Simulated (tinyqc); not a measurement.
Single-domain magnet: Stoner-Wohlfarth switching, Neel-Arrhenius retention, LLG dynamics and spin torque. Which input was changed? Computed by tinyqc, a small Python program. Command: `OMP_NUM_THREADS=1 python tinyqc.py 3007977 3007978 out.jsonl macro which`. One thread of a shared host (Intel(R) Xeon(R) Processor @ 2.30GHz), about 0.05 s of CPU time with the checks.

The moment is uniform, with unit vector m; z is the easy axis. mu_0 = 1.25663706212e-6 T m/A, gamma = 1.76085963023e11 rad/(s T).

Inputs (values chosen for the exercise, for a model magnet):
```
quantity                      value    unit
saturation magnetisation M_s    910    kA/m
diameter d                       12      nm
aspect ratio p                  1.9       -
bulk anisotropy K_u              12  kJ/m^3
exchange stiffness A             25    pJ/m
temperature T                   300       K
attempt frequency f0              2     GHz
waiting time t_w              1e-08       s
damping alpha                 0.013       -
spin-torque efficiency eta     0.59       -
drive I/I_c0                    3.9       -
```

Shape: prolate spheroid, easy axis along it.

Constants: k_B = 1.380649e-23 J/K; e = 1.602176634e-19 C; hbar = 1.054571817e-34 J s.

Method:
- N_z = [p ln(p + sqrt(p^2 - 1))/sqrt(p^2 - 1) - 1]/(p^2 - 1); V = pi d^3 p/6; K_eff = K_u + K_shape, K_shape = -(mu_0 M_s^2/4)(3 N_z - 1); mu_0 H_K = 2 K_eff/M_s.
- Delta = K_eff V/(k_B T); tau = exp(Delta)/f0; probability of a flip within t_w: P = 1 - exp(-t_w/tau). Wall width parameter sqrt(A/K_eff); a two-domain state costs 4 sqrt(A K_eff) times the cross-section that the wall cuts (pi d^2/4).
- For axial symmetry and a polariser along z: I_c0 = (4 e alpha/(hbar eta)) K_eff V; relaxation time tau_D = (1 + alpha^2)/(alpha gamma mu_0 H_K); thermal start angle theta_0 = 1/sqrt(2 Delta); switching time about tau_D ln(pi/(2 theta_0))/(I/I_c0 - 1); precession frequency gamma mu_0 H_K/(2 pi (1 + alpha^2)).
- The polar equation dm_z/dt = -(1 - m_z^2)(i - m_z)/tau_D, i = I/I_c0, integrates to t = tau_D [F(cos theta_0) - F(0)], F(z) = -ln(1 - z)/(2 (i - 1)) + ln(1 + z)/(2 (i + 1)) + ln(i - z)/(i^2 - 1), theta_0 = 1/sqrt(2 Delta).

Question. One of these inputs alone was changed, within the range given: diameter d (6 to 24); bulk anisotropy K_u (6 to 24); aspect ratio p (1.05 to 3.8); temperature T (150 to 600). Which one, and to what value?

Results:
```
run     critical current I_c0 (microampere)  time to m_z = 0 (ns)  K_eff (kJ/m^3)
before                             29.70676              1.502324        129.0547
after                              13.21289              1.287162        129.0547
```

Answer.

Each candidate set to reproduce critical current I_c0, and what it then gives:
```
candidate                     range searched  value needed  time to m_z = 0 (ns)  K_eff (kJ/m^3)
diameter d (nm)                      6 to 24         9.160                1.2872          129.05
bulk anisotropy K_u (kJ/m^3)         6 to 24  out of reach                     -               -
aspect ratio p                   1.05 to 3.8         1.400                2.1318           77.92
temperature T (K)                 150 to 600     no effect                     -               -
```

Only diameter d fits every result: it went from 12 to 9.16 nm. The next best candidate, aspect ratio p, misses one result by 66 %.
